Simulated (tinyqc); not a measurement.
# Tunnelling through a gate dielectric, WKB transmission and Tsu-Esaki current: two studies

Electrons leave the emitter at x = 0. Energies E (motion across the layers) are in eV from the emitter Fermi level; the collector Fermi level lies at -V and offers states at every E. No charge in the dielectric and no image force: F1 = V/t1, U = phi1 - F1 x. With C = hbar^2/(2 m0), kappa = sqrt(m (U - E)/C) where U > E and 0 elsewhere; T(E) = exp(-S), S = 2 times the integral of kappa over x.

Inputs (values chosen for the exercise); dielectric values close to those of silicon dioxide:

| symbol | value | unit | meaning |
|---|---|---|---|
| T | 300 | K | temperature |
| Ef | 1.6 | eV | Fermi energy of the emitter above its band bottom |
| me | 0.5 | m0 | emitter mass in the supply function |
| phi1 | 3.14 | eV | barrier of layer 1 above the emitter Fermi level at zero bias |
| m1 | 0.51 | m0 | tunnelling mass of layer 1 |
| t1 | 2.2 | nm | thickness of layer 1 |

Constants: q = 1.602176634e-19 C, kB = 1.380649e-23 J/K, hbar = 1.054571817e-34 J s, m0 = 9.1093837015e-31 kg, Vt = kB T/q, hbar^2/(2 m0) = 0.0380998212 eV nm^2. Results are converted to the units shown.

Each table varies one quantity; the others keep the values above.

## Current against voltage

Each layer adds (2/F) sqrt(m/C) [G(u at its left edge) - G(u at its right edge)] to S, with u = U - E (0 where negative) and G(u) = (2/3) u^1.5. J = J0 times the integral of T(E) N(E) dE, N = ln[(1 + exp(-E/Vt))/(1 + exp((-E - V)/Vt))], J0 = q^2 me m0 kB T/(2 pi^2 hbar^3) (times 1e-4 for A/cm^2 per eV), from E = -Ef to far above the barrier (T = 1 there), by quadrature converged to the digits shown.

Result of one run:
```
V (V)  S at E = 0   T(E = 0)  J (A/cm^2)  mean E of the current (eV)
2.52        21.62  4.091e-10      0.1016                     -0.3524
```

What becomes of these results when the voltage across the dielectric V is changed from 2.52 to 2.14 V, all else the same?

Result of the changed run:
```
V (V)  S at E = 0   T(E = 0)  J (A/cm^2)  mean E of the current (eV)
2.14        22.89  1.147e-10     0.03253                     -0.3750
```

The whole series:
```
V (V)  S at E = 0   T(E = 0)  J (A/cm^2)  mean E of the current (eV)
0.2         28.07  6.467e-13    1.590e-4                     -0.3068
0.59        27.14  1.633e-12    6.039e-4                     -0.3943
0.97        26.19  4.208e-12    0.001555                     -0.4162
1.36        25.17  1.175e-11    0.004059                     -0.4103
1.75        24.07  3.511e-11     0.01110                     -0.3944
2.14        22.89  1.147e-10     0.03253                     -0.3750
2.52        21.62  4.091e-10      0.1016                     -0.3524
2.91        20.11   1.840e-9      0.3756                     -0.3221
3.3         18.10   1.385e-8       1.880                     -0.2678
```

J rises from 1.59e-4 to 1.88 A/cm^2, by 1.49 decades a volt between the first two rows and 1.79 between the last two. From V = 3.3 V on (among the rows) a band edge falls below the emitter Fermi level, so electrons at E = 0 no longer cross the full thickness. In 3 of the 9 rows the field exceeds 10 MV/cm (up to 15.0), more than most dielectrics sustain; the model ignores breakdown.

## A Fowler-Nordheim plot

The thickness is set to t1 = 7 nm and V = F t1. The closed formula is J = A F^2 exp(-B/F), A = q^2 me/(16 pi^2 hbar m1 phi1) (A/V^2 with phi1 in volts), B = (4/3) sqrt(m1/C) phi1^1.5 (V/nm), C = hbar^2/(2 m0); it assumes zero temperature, a deep Fermi sea and S linear in E.

Result of one run:
```
F (V/nm)  J (A/cm^2)  J by the formula (A/cm^2)  ln(J/F^2), F in V/cm
0.94        1.484e-5                   1.225e-5                -43.23
```

What becomes of these results when the field F is changed from 0.94 to 1.4 V/nm, all else the same?

Result of the changed run:
```
F (V/nm)  J (A/cm^2)  J by the formula (A/cm^2)  ln(J/F^2), F in V/cm
1.4           0.3780                     0.3586                -33.88
```

The whole series:
```
F (V/nm)  J (A/cm^2)  J by the formula (A/cm^2)  ln(J/F^2), F in V/cm
0.6        6.863e-13                  3.908e-13                -59.22
0.71       8.846e-10                  6.054e-10                -52.40
0.83        2.702e-7                   2.080e-7                -46.99
0.94        1.484e-5                   1.225e-5                -43.23
1.06        4.705e-4                   4.095e-4                -40.01
1.17        0.006144                   0.005540                -37.64
1.29         0.06276                    0.05829                -35.51
1.4           0.3780                     0.3586                -33.88
```

The slope of ln(J/F^2) against 1/F between the end rows is -26.61 V/nm, against B = 27.14 V/nm; read as B it gives phi1 = 3.10 eV. The integrated current is 76 % above the formula in the first row and 5.4 % above it in the last. The excess in the first row is thermal: at 20 K it is gone. In 4 of the 8 rows the field exceeds 10 MV/cm (up to 14.0), more than most dielectrics sustain; the model ignores breakdown.

Program tinyqc, `OMP_NUM_THREADS=1 python tinyqc.py 2540085 2540086 out.jsonl`; Intel Xeon 2.30GHz, shared host, one thread, about 0.02 s.
